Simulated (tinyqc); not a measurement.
Single-domain magnet: Stoner-Wohlfarth switching, Neel-Arrhenius retention, LLG dynamics and spin torque: one step, computed by the program tinyqc.

The moment is uniform, with unit vector m; z is the easy axis. mu_0 = 1.25663706212e-6 T m/A, gamma = 1.76085963023e11 rad/(s T).

Question. One LLG step. In the time s = gamma mu_0 H_K t: (1 + alpha^2) dm/ds = -m x b - alpha m x (m x b) + a [m x (m x z) - alpha m x z], b = m_z z, a = alpha I/I_c0; Heun steps (Euler predictor, mean of the two slopes) without renormalising; start m = (sin theta_0, 0, cos theta_0), theta_0 = 1/sqrt(2 Delta).

Inputs (values chosen for the exercise, for a model magnet):
```
quantity                        value  unit
temperature T                     358     K
damping alpha                   0.025     -
drive I/I_c0                      2.6     -
time step times gamma mu_0 H_K    0.1     -
```

Shape: thin disc, easy axis normal to it.

stability factor Delta = 46.63322

Give: m at the start; first slope; predictor; second slope; m after the step.

Answer.

m at the start: 0.1034  0.0000  0.9946

first slope: 0.0041  0.1029  -0.0004

predictor: 0.1038  0.0103  0.9946

second slope: -0.0061  0.1037  -0.0004

m after the step: 0.1033  0.0103  0.9946

Caution: a flat cylinder has a smaller N_z than the spheroid of the same t/d, so K_eff of a real disc is larger.
